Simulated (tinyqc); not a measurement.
## Core-level spacing from the offsets

Question. For an overlayer B on a substrate A, dEv = (iB - iA) - (cB - vB) + (cA - vA) in binding energies, and dEc + dEv = EgB - EgA. Find dEv and the spacing iB - iA that a thin film must show.

Values chosen for this exercise:
- EgA = 1.12 eV (gap of the substrate A)
- EgB = 8.92 eV (gap of the overlayer B)

dEc = 3.3043860 eV
cA - vA = 19.915614 eV
cB - vB = 80.98 eV

Answer. The gaps give dEv, and the Kraut relation is solved for the spacing.

dEv = 4.4956 eV
iB - iA = 65.560 eV

Program tinyqc, `OMP_NUM_THREADS=1 python tinyqc.py 2410111 2410112 out.jsonl`; Intel Xeon 2.30GHz, shared host, one thread, about 0.01 s.
